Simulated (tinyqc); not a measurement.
# Delay unit and parasitic delay from two ring oscillators

Inverse problem. A ring of 11 inverters oscillates at 1/(2 x 11 d), with stage delay d = tau (h + p) for fan-out h. Find tau, p and the delay at fan-out 4.

frequencies of 11-stage ring oscillators with fan-out 2 and 4 (GHz): [2.8916577, 1.9147463]

Answer. d is a straight line in h with slope tau and intercept tau p.

tau = 4.010 ps
p = 1.920
delay at fan-out 4 = 23.74 ps

Program tinyqc, `OMP_NUM_THREADS=1 python tinyqc.py 2082120 2082121 out.jsonl`; Intel Xeon 2.30GHz, shared host, one thread, about 0.01 s.
